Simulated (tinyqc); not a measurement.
Heavy doping: gap narrowing, degeneracy and the minority density: one step. Product and minority density. Three cases, with inputs chosen for the exercise.

Problem. Combine both effects.

Majority: N = Nc F_1/2(eta), eta the distance of EF beyond the majority band edge in kT. Degeneracy factor gam = F_1/2(eta)/exp(eta). ni0^2 = Nc Nv exp(-Eg/kT); product n p = ni0^2 gam exp(dEg/kT), dEg the true narrowing; apparent narrowing dEa = dEg + kT ln gam; minority density = n p/N.

Constants: kB = 8.617333262e-05 eV/K.

Case 1.

Values chosen (gap and densities of states near those of Si at this temperature; narrowing constants near the fits for Si; the results hold for these values, not for the real material): N = 7.1e+19 1/cm^3 (ionised donors, equal to the majority density); Eg = 1.084 eV (gap); Nc = 5.04e+19 1/cm^3 (conduction-band density of states); Nv = 2.1e+19 1/cm^3 (valence-band density of states); T = 450 K.

dEg (empirical fit) = 104.5271 meV
gam = 0.613463

Case 2.

Values chosen (gap and densities of states near those of Si at this temperature; narrowing constants near the fits for Si; the results hold for these values, not for the real material): N = 4.2e+18 1/cm^3 (ionised donors, equal to the majority density); Eg = 1.096 eV (gap); Nc = 4.19e+19 1/cm^3 (conduction-band density of states); Nv = 1.75e+19 1/cm^3 (valence-band density of states); T = 400 K.

dEg (empirical fit) = 49.3178 meV
gam = 0.965229

Case 3.

Values chosen (gap and densities of states near those of GaAs at this temperature; narrowing constants of the size fitted for Si, not for this material; the results hold for these values, not for the real material): N = 5.3e+16 1/cm^3 (ionised donors, equal to the majority density); Eg = 1.376 eV (gap); Nc = 6.78e+17 1/cm^3 (conduction-band density of states); Nv = 1.46e+19 1/cm^3 (valence-band density of states); T = 400 K.

dEg (empirical fit) = 2.7189 meV
gam = 0.972770

Give: ni0; exp(dEg/kT); dEa; sqrt(n p); minority density.

Solution.

Case 1.

ni0 = 2.77e+13 1/cm^3
exp(dEg/kT) = 14.8
dEa = 85.6 meV
sqrt(n p) = 8.34e+13 1/cm^3
minority density = 9.81e+07 1/cm^3

Narrowing multiplies the product by 14.8 and degeneracy by 0.613; together they change the minority density by a factor 9.09 against ni0^2/N.

Case 2.

ni0 = 3.37e+12 1/cm^3
exp(dEg/kT) = 4.18
dEa = 48.1 meV
sqrt(n p) = 6.78e+12 1/cm^3
minority density = 1.09e+07 1/cm^3

Narrowing multiplies the product by 4.18 and degeneracy by 0.965; together they change the minority density by a factor 4.04 against ni0^2/N.

Case 3.

ni0 = 6.75e+09 1/cm^3
exp(dEg/kT) = 1.08
dEa = 1.8 meV
sqrt(n p) = 6.93e+09 1/cm^3
minority density = 905 1/cm^3

Narrowing multiplies the product by 1.08 and degeneracy by 0.973; together they change the minority density by a factor 1.05 against ni0^2/N.

Computed by tinyqc, one run a case: `OMP_NUM_THREADS=1 python tinyqc.py N N+1 out.jsonl` with N = 1680285, 1680684, 1680712; one thread of a shared Intel(R) Xeon(R) Processor @ 2.30GHz, about 0.01 s a run at most.
